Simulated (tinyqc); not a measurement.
Starting guesses with DIIS over 6 matrices: SCF starting guesses in the 6-31g basis, for He, spin multiplicity 1. Computed by the program tinyqc with PySCF. RHF with one setting changed at a time; a run stops when the energy changes by less than 1e-09 hartree and the error matrix is below 1e-5. Starts: the lowest orbitals of the core Hamiltonian, of the Wolfsberg-Helmholz matrix (K = 1.75), projected atomic densities, random orbitals, and the highest orbitals of the core Hamiltonian (a deliberately bad start).

Geometry (angstrom):
```
atom,x,y,z
He,0.0000,0.0000,0.0000
```

lowest restricted solution found by these runs and by PySCF = -2.855160 hartree

Largest element of the error matrix X^T (FDS - SDF) X:
```
iteration,core,Wolfsberg-Helmholz,atomic densities,random,highest core orbitals
1,6.7e-01,4.7e-01,9.8e-03,1.4e+00,3.2e-01
2,5.7e-02,3.8e-02,7.4e-04,3.6e-01,1.1e-01
3,3.6e-04,1.6e-04,5.6e-08,3.6e-02,2.4e-02
4,1.6e-04,7.1e-05,2.6e-08,1.1e-02,1.6e-02
5,1.1e-04,4.6e-05,-,6.4e-03,1.2e-02
6,7.8e-05,3.4e-05,-,4.5e-03,1.0e-02
8,6.8e-08,2.0e-08,-,4.0e-05,1.2e-05
```

How each run ends:
```
run,iterations,E (hartree),state
core,8,-2.85516,lowest found
Wolfsberg-Helmholz,8,-2.85516,lowest found
atomic densities,4,-2.85516,lowest found
random,9,-2.85516,lowest found
highest core orbitals,9,-2.85516,lowest found
```

What does the comparison show, and why?

5 of 5 runs reach the lowest restricted solution found, in 4 to 9 iterations (fastest: atomic densities). The first errors are 7e-01, 5e-01, 1e-02, 1e+00, 3e-01.
